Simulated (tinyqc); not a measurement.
Raman shift of the zone-centre optical phonon of a diamond-structure crystal under stress: one step, computed by the program tinyqc.

Axes x, y, z are the cube axes. Strain shifts the threefold optical mode and can split it; p, q and r are the phonon deformation potentials.

Question. Secular matrix and shifts. Secular matrix: M_xx = p eps_xx + q (eps_yy + eps_zz), M_xy = 2 r eps_xy; its eigenvalues are omega^2 - omega_0^2, and the shifts are these over 2 omega_0.

Inputs (values chosen for the exercise, modelled on silicon):
```
quantity                       value  unit
unstrained frequency omega_0   521.5  1/cm
p/omega_0^2                     -1.8     -
q/omega_0^2                    -2.43     -
r/omega_0^2                   -0.731     -
```

Stress state: uniaxial. Axis: [110].

strain (per mille):
```
            x           y          z
x  -0.6023177  -0.6921722  0.0000000
y  -0.6921722  -0.6023177  0.0000000
z   0.0000000   0.0000000  0.4641938
```

Give: M/(2 omega_0); shifts, in rising order.

Answer.

M/(2 omega_0) (1/cm):
```
         x        y        z
x  0.37022  0.26387  0.00000
y  0.26387  0.37022  0.00000
z  0.00000  0.00000  0.54541
```

shifts, in rising order (1/cm): 0.10635  0.54541  0.63408
